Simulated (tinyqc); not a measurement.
Worked calculation: Hueckel theory of the pi electrons with the omega technique, for the molecule c1ccc2nc3ccccc3cc2c1 (SMILES; centres numbered as the heavy atoms are written). One step of it, computed by the program tinyqc.

Question. Omega technique, round 2. h_r = h_r(0) + omega q_r, omega = 1, with q_r = z_r - P_rr; 0.3 of the old diagonal is kept.

Hueckel matrix in units of beta (H = alpha + beta A), lower triangle:
```
           1C        2C        3C        4C        5N        6C        7C        8C
1C   0.000000
2C   1.000000  0.000000
3C   0.000000  1.000000  0.000000
4C   0.000000  0.000000  1.000000  0.000000
5N   0.000000  0.000000  0.000000  1.000000  0.500000
6C   0.000000  0.000000  0.000000  0.000000  1.000000  0.000000
7C   0.000000  0.000000  0.000000  0.000000  0.000000  1.000000  0.000000
8C   0.000000  0.000000  0.000000  0.000000  0.000000  0.000000  1.000000  0.000000
9C   0.000000  0.000000  0.000000  0.000000  0.000000  0.000000  0.000000  1.000000
10C  0.000000  0.000000  0.000000  0.000000  0.000000  0.000000  0.000000  0.000000
11C  0.000000  0.000000  0.000000  0.000000  0.000000  1.000000  0.000000  0.000000
12C  0.000000  0.000000  0.000000  0.000000  0.000000  0.000000  0.000000  0.000000
13C  0.000000  0.000000  0.000000  1.000000  0.000000  0.000000  0.000000  0.000000
14C  1.000000  0.000000  0.000000  0.000000  0.000000  0.000000  0.000000  0.000000

           9C       10C       11C       12C       13C       14C
9C   0.000000
10C  1.000000  0.000000
11C  0.000000  1.000000  0.000000
12C  0.000000  0.000000  1.000000  0.000000
13C  0.000000  0.000000  0.000000  1.000000  0.000000
14C  0.000000  0.000000  0.000000  0.000000  1.000000  0.000000
```

charge and bond-order matrix P, lower triangle:
```
            1C         2C         3C         4C         5N         6C         7C         8C
1C    0.990677
2C    0.586202   0.995898
3C   -0.000131   0.736328   0.993498
4C   -0.217999   0.021307   0.537572   0.976936
5N    0.009706  -0.200161  -0.026632   0.599813   1.137415
6C    0.115228   0.022644  -0.128957  -0.043100   0.599813   0.976936
7C   -0.004755   0.069707   0.010006  -0.128957  -0.026632   0.537572   0.993498
8C   -0.080436  -0.015135   0.069707   0.022644  -0.200161   0.021307   0.736328   0.995898
9C    0.001965  -0.080436  -0.004755   0.115228   0.009706  -0.217999  -0.000131   0.586202
10C   0.070580   0.010499  -0.034871  -0.012857   0.100564  -0.017061  -0.368124   0.008107
11C  -0.000508   0.116193   0.003364  -0.181348  -0.008569   0.485194   0.001382  -0.217093
12C  -0.201065  -0.027833   0.098637   0.041190  -0.399319   0.041190   0.098637  -0.027833
13C   0.004783  -0.217093   0.001382   0.485194  -0.008569  -0.181348   0.003364   0.116193
14C   0.737195   0.008107  -0.368124  -0.017061   0.100564  -0.012857  -0.034871   0.010499

            9C        10C        11C       12C       13C       14C
9C    0.990677
10C   0.737195   1.000849
11C   0.004783   0.535233   0.986643
12C  -0.201065   0.016449   0.605826  0.973583
13C  -0.000508  -0.131452  -0.001485  0.605826  0.986643
14C   0.070580  -0.007750  -0.131452  0.016449  0.535233  1.000849
```

Centres:

| centre | z_r, pi electrons of the neutral centre | h |
|---|---|---|
| 1C | 1 | 0.000000 |
| 2C | 1 | 0.000000 |
| 3C | 1 | 0.000000 |
| 4C | 1 | 0.000000 |
| 5N | 1 | 0.500000 |
| 6C | 1 | 0.000000 |
| 7C | 1 | 0.000000 |
| 8C | 1 | 0.000000 |
| 9C | 1 | 0.000000 |
| 10C | 1 | 0.000000 |
| 11C | 1 | 0.000000 |
| 12C | 1 | 0.000000 |
| 13C | 1 | 0.000000 |
| 14C | 1 | 0.000000 |

Give: matrix after round 2.

Answer.

matrix after round 2, lower triangle:
```
        1C     2C     3C     4C     5N     6C     7C     8C
1C   0.005
2C   1.000  0.008
3C   0.000  1.000  0.000
4C   0.000  0.000  1.000  0.029
5N   0.000  0.000  0.000  1.000  0.351
6C   0.000  0.000  0.000  0.000  1.000  0.029
7C   0.000  0.000  0.000  0.000  0.000  1.000  0.000
8C   0.000  0.000  0.000  0.000  0.000  0.000  1.000  0.008
9C   0.000  0.000  0.000  0.000  0.000  0.000  0.000  1.000
10C  0.000  0.000  0.000  0.000  0.000  0.000  0.000  0.000
11C  0.000  0.000  0.000  0.000  0.000  1.000  0.000  0.000
12C  0.000  0.000  0.000  0.000  0.000  0.000  0.000  0.000
13C  0.000  0.000  0.000  1.000  0.000  0.000  0.000  0.000
14C  1.000  0.000  0.000  0.000  0.000  0.000  0.000  0.000

        9C    10C    11C    12C    13C    14C
9C   0.005
10C  1.000  0.004
11C  0.000  1.000  0.009
12C  0.000  0.000  1.000  0.040
13C  0.000  0.000  0.000  1.000  0.009
14C  0.000  0.000  0.000  0.000  1.000  0.004
```
